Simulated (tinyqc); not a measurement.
# Worked calculation: resistive crossbar, vector-matrix product with wire resistance

Program tinyqc, `OMP_NUM_THREADS=1 python tinyqc.py 2880103 2880104 out.jsonl`; Intel Xeon 2.30GHz, shared host, one thread, about 0.04 s. Printed values are rounded.

3 rows and 2 columns. Cell (i, j) joins row node wij to column node bij. Each row is driven at its left end through one wire segment rw; neighbouring nodes along a row or a column are joined by rw; each column ends below the last row in one more rw and a virtual ground, where its current is read. Ideal output: I_j = sum_i V_i G_ij.

Values chosen for this exercise: wire resistance between neighbouring cells rw = 5 ohm; input voltages of the rows V = [0.25, 0.26, 0.17] V.

## The nodal equations

cell conductances G (uS):
```
	column 1	column 2
row 1	280	130
row 2	380	300
row 3	370	360
```

Kirchhoff current law at every node, A x = b: A holds the sum of the conductances at a node on the diagonal and minus the conductance between two nodes off it (wire conductance 1/rw); b = V_i/rw at the first node of row i.

A (uS):
```
            w11         w12         w21      w22         w31         w32         b11         b12
w11  4.002800e5        -2e5           0        0           0           0        -280           0
w12        -2e5  2.001300e5           0        0           0           0           0        -130
w21           0           0  4.003800e5     -2e5           0           0           0           0
w22           0           0        -2e5  2.003e5           0           0           0           0
w31           0           0           0        0  4.003700e5        -2e5           0           0
w32           0           0           0        0        -2e5  2.003600e5           0           0
b11        -280           0           0        0           0           0  2.002800e5           0
b12           0        -130           0        0           0           0           0  2.001300e5
b21           0           0        -380        0           0           0        -2e5           0
b22           0           0           0     -300           0           0           0        -2e5
b31           0           0           0        0        -370           0           0           0
b32           0           0           0        0           0        -360           0           0

            b21      b22         b31         b32
w11           0        0           0           0
w12           0        0           0           0
w21        -380        0           0           0
w22           0     -300           0           0
w31           0        0        -370           0
w32           0        0           0        -360
b11        -2e5        0           0           0
b12           0     -2e5           0           0
b21  4.003800e5        0        -2e5           0
b22           0  4.003e5           0        -2e5
b31        -2e5        0  4.003700e5           0
b32           0     -2e5           0  4.003600e5
```

b (uA): w11 50000, w12 0, w21 52000, w22 0, w31 34000, w32 0, b11 0, b12 0, b21 0, b22 0, b31 0, b32 0

## Node voltages and column currents

Solve A x = b; I_j = b3j/rw.

row nodes (mV): w11 249.4929, w12 249.3319, w21 259.1254, w22 258.7394, w31 169.3859, w32 169.0831
column nodes (mV): b11 2.326494, b12 1.558006, b21 1.980461, b22 1.396953, b31 1.145853, b32 0.8498865
column currents (uA): column 1 229.1705, column 2 169.9773

## Error against the ideal product

Ideal I_j = sum_i V_i G_ij; error = I/ideal - 1.

ideal currents (uA): column 1 231.7, column 2 171.7
error (%): column 1 -1.092, column 2 -1.003

The largest error is in column 1. All currents fall short, since the wires take part of the voltage.
